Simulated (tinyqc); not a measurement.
Inside a calculation. Method: MP2 on RHF in the 6-311g basis, for H2, spin multiplicity 1. One step of it, computed by the program tinyqc.

Question. Second-order Moller-Plesset energy. E2 = sum_ijab (ia|jb) [2 (ia|jb) - (ib|ja)] / (e_i + e_j - e_a - e_b) over occupied i, j and virtual a, b; the opposite-spin part is (ia|jb)^2 / denominator, the rest is same-spin, and SCS-MP2 scales them by 6/5 and 1/3.

orbital energies (hartree): [-0.598705, 0.170175, 0.305395, 0.655436, 2.401853, 2.761452]

Two-electron integrals over orbitals (pq|rs), unique and non-zero (hartree):
```
(11|11) 0.654537    (21|21) 0.043838    (22|11) 0.345064    (22|22) 0.296503
(31|11) -0.135208   (31|22) -0.023603   (31|31) 0.054643    (32|21) 0.023415
(32|32) 0.040820    (33|11) 0.365010    (33|22) 0.273054    (33|31) -0.035127
(33|33) 0.281983    (41|21) -0.061291   (41|32) -0.009984   (41|41) 0.105379
(42|11) -0.134217   (42|22) -0.042987   (42|31) 0.037560    (42|33) -0.044803
(42|42) 0.051886    (43|21) 0.027797    (43|32) 0.017609    (43|41) -0.039426
(43|43) 0.024347    (44|11) 0.506587    (44|22) 0.325270    (44|31) -0.081517
(44|33) 0.314910    (44|42) -0.102060   (44|44) 0.440561    (51|11) -0.101282
(51|22) -0.009031   (51|31) 0.053124    (51|33) -0.024199   (51|42) 0.023693
(51|44) -0.056300   (51|51) 0.092786    (52|21) 0.001219    (52|32) 0.002020
(52|41) 0.002218    (52|43) -0.006289   (52|52) 0.009863    (53|11) 0.114792
(53|22) 0.029810    (53|31) -0.040583   (53|33) 0.036003    (53|42) -0.033325
(53|44) 0.073806    (53|51) -0.047145   (53|53) 0.037902    (54|21) 0.000098
(54|32) -0.020204   (54|41) -0.019082   (54|43) 0.006344    (54|52) -0.014829
(54|54) 0.038247    (55|11) 0.643570    (55|22) 0.335183    (55|31) -0.136213
(55|33) 0.359982    (55|42) -0.128469   (55|44) 0.493991    (55|51) -0.131480
(55|53) 0.125613    (55|55) 0.672592    (61|21) -0.028571   (61|32) 0.013025
(61|41) 0.068285    (61|43) -0.030245   (61|52) 0.022059    (61|54) -0.053497
(61|61) 0.099705    (62|11) -0.024474   (62|22) 0.011511    (62|31) 0.019927
(62|33) 0.000150    (62|42) 0.001967    (62|44) -0.007328   (62|51) 0.033477
(62|53) -0.013524   (62|55) -0.036422   (62|62) 0.019137    (63|21) 0.028146
(63|32) 0.000965    (63|41) -0.051593   (63|43) 0.019548    (63|52) -0.006002
(63|54) 0.021991    (63|61) -0.050314   (63|63) 0.033000    (64|11) 0.149873
(64|22) 0.022591    (64|31) -0.061656   (64|33) 0.042286    (64|42) -0.041315
(64|44) 0.091644    (64|51) -0.079502   (64|53) 0.051325    (64|55) 0.170194
(64|62) -0.032689   (64|64) 0.089528    (65|21) 0.075742    (65|32) 0.011284
(65|41) -0.133451   (65|43) 0.057777    (65|52) -0.021670   (65|54) 0.059225
(65|61) -0.137022   (65|63) 0.085737    (65|65) 0.240503    (66|11) 0.695163
(66|22) 0.354294    (66|31) -0.159653   (66|33) 0.372275    (66|42) -0.147906
(66|44) 0.540816    (66|51) -0.176912   (66|53) 0.149425    (66|55) 0.738589
(66|62) -0.049661   (66|64) 0.210592    (66|66) 0.843138
```

Hartree-Fock energy = -1.12803773 hartree

Give: Terms; Pair energies; MP2 correlation energy; SCS-MP2 correlation energy; MP2 total energy.

Answer.

Terms:
```
i  j  a  b  (ia|jb)  (ib|ja)  denominator       term
1  1  4  4   0.1054   0.1054      -2.5083    -0.0044
1  1  4  2  -0.0613  -0.0613      -2.0230    -0.0019
1  1  2  4  -0.0613  -0.0613      -2.0230    -0.0019
1  1  3  3   0.0546   0.0546      -1.8082    -0.0017
1  1  6  6   0.0997   0.0997      -6.7203    -0.0015
1  1  5  5   0.0928   0.0928      -6.0011    -0.0014
1  1  2  2   0.0438   0.0438      -1.5378    -0.0012
1  1  4  6   0.0683   0.0683      -4.6143    -0.0010
1  1  6  4   0.0683   0.0683      -4.6143    -0.0010
1  1  5  3   0.0531   0.0531      -3.9047    -0.0007
1  1  3  5   0.0531   0.0531      -3.9047    -0.0007
1  1  6  2  -0.0286  -0.0286      -4.1290  -1.98e-04
1  1  2  6  -0.0286  -0.0286      -4.1290  -1.98e-04
```

Pair energies (hartree; pair i-j sums ij and ji):
```
pair  opposite spin  same spin
1-1         -0.0178          0
```

MP2 correlation energy = -0.017818 hartree

SCS-MP2 correlation energy = -0.021381 hartree

MP2 total energy = -1.145856 hartree
